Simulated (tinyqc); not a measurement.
Ellipsometry and reflectance of a transparent film on an absorbing substrate: one step of the calculation.

Air (index 1), film, substrate with N2 = n2 - i k2; time factor exp(+i w t). q_j = sqrt(N_j^2 - sin^2 th), root with positive real part. Fresnel coefficients r_s = (q_a - q_b)/(q_a + q_b), r_p = (N_b^2 q_a - N_a^2 q_b)/(N_b^2 q_a + N_a^2 q_b). tan(Psi) exp(i Delta) = R_p/R_s, Delta taken from 0 to 360 degrees.

Task. Psi, Delta and reflectances. beta = 2 pi d q1/lam, X = exp(-2 i beta), R = (r01 + r12 X)/(1 + r01 r12 X) for p and s.

Values chosen for this exercise: wavelength lam = 632.8 nm; film thickness d = 1.5 nm.

q1 = 1.0854475
r01,p = -0.33031239
r01,s = -0.61492898
r12,p = 0.34655706-0.00201116i
r12,s = -0.55197140+0.00181389i

Give: beta; X; R_p; R_s; Psi; Delta; |R_p|^2; |R_s|^2.

Result.

beta = 0.016166 rad
X = 0.99948-0.03233i
R_p = 0.017991-0.015009i
R_s = -0.87114+0.00682i
Psi = 1.5406 degrees
Delta = 140.61 degrees
|R_p|^2 = 5.4894e-4
|R_s|^2 = 0.75893

The bare substrate gives Psi = 1.215 and Delta = 172.94 degrees.

tinyqc, about 0.01 s, one thread, Intel Xeon 2.30GHz (shared host): `OMP_NUM_THREADS=1 python tinyqc.py 2870168 2870169 out.jsonl`
